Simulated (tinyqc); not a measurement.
Hall effect and magnetoresistance of several carrier groups with constant relaxation times: one step, computed by the program tinyqc.

Group 1 has charge -e and group 2 charge -e; s_i is that sign. B lies along z; mu B is formed with mu in m^2/(V s).

Task: Limits of weak and strong field. Weak field: R_H(0) = sum s_i n_i mu_i^2/(e (sum n_i mu_i)^2); MR = c B^2 with c = n1 n2 mu1 mu2 (s1 mu1 - s2 mu2)^2/(n1 mu1 + n2 mu2)^2. Strong field: R_H = 1/(e sum s_i n_i); rho_xx saturates at (n1/mu1 + n2/mu2)/(e (sum s_i n_i)^2).

Inputs (values chosen for the exercise, for a model conductor):
```
quantity,value,unit
density n1,2.5e+16,1/cm^3
mobility mu1,64000,cm^2/(V s)
density n2,9.1e+16,1/cm^3
mobility mu2,4300,cm^2/(V s)
magnetic field B,6.7,T
```

Carriers: two electron groups. Densities: per volume.

Constants: e = 1.602176634e-19 C.

Give: R_H at weak field; coefficient c; R_H at strong field; saturation MR.

Result:

R_H at weak field = -163.8 cm^3/C

coefficient c = 5.627 1/T^2

R_H at strong field = -53.81 cm^3/C

saturation MR = 219.0 %

R_H keeps its sign, and its size changes by a factor 0.328 from weak to strong field. Caution: mu B is well above 1, where Landau quantisation, left out here, shows at low temperature.
